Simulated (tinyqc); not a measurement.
Non-radiative capture by multiphonon emission, one effective mode: one step, computed by the program tinyqc. Command: `OMP_NUM_THREADS=1 python tinyqc.py 3007982 3007983 out.jsonl capture walk`. One thread of a shared host (Intel(R) Xeon(R) Processor @ 2.30GHz), about 0.01 s of CPU time with the checks.

The initial state (free carrier plus empty centre) lies dE above the final state; both have the same frequency and are displaced by dQ.

Task: Geometry of the two curves. dQ = sqrt(2 S (hbar^2/u)/hbar omega); relaxation energy lambda = S hbar omega; phonons needed P = dE/hbar omega; classical barrier E_b = (dE - lambda)^2/(4 lambda); occupation n = 1/(exp(hbar omega/k_B T) - 1).

Inputs (values chosen for the exercise, with mass, screening and phonons like those of ZnO):
```
quantity                  value  unit
energy released dE        0.635    eV
phonon energy hbar omega   69.4   meV
Huang-Rhys factor S        6.69     -
temperature T               300     K
```

Centre: attractive.

Constants: hbar^2/u = 4.18015928e-03 eV angstrom^2; k_B = 8.617333262e-05 eV/K.

Give: dQ; lambda; P; classical barrier E_b; occupation n.

Result:

dQ = 0.8977 u^(1/2) angstrom

lambda = 0.464286 eV

P = 9.150

classical barrier E_b = 0.01569 eV

occupation n = 0.07325

dE exceeds lambda: the inverted case usual for deep centres, in which the curves cross on the far side of the initial minimum.
